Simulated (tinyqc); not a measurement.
# Drift layer from breakdown voltage and on-resistance

Problem. An ideal drift layer with a triangular field at breakdown has BV = Ec W/2, N = eps0 eps_r Ec/(q W) and Ron = W/(q mu N). Find Ec, W and N.

Parameters, values chosen for the exercise:
```
symbol,value,unit,meaning
eps_r,11.5,,relative permittivity
mu,1360,cm^2/(V s),electron mobility of the drift layer
```

Constants: q = 1.602176634e-19 C, eps0 = 8.8541878128e-14 F/cm where lengths are in cm. Results are converted to the units shown.

BV = 62.875196 V
Ron = 0.24196779 mohm cm^2

Solution. Eliminating W and N gives Ron = 4 BV^2/(eps0 eps_r mu Ec^3), which yields Ec.

Ec = 361.4 kV/cm
W = 3.480 um
N = 6.600e15 cm^-3

Computed by the program tinyqc: `OMP_NUM_THREADS=1 python tinyqc.py 2120034 2120035 out.jsonl`, one thread of a shared Intel Xeon 2.30GHz, about 0.04 s for the whole run.
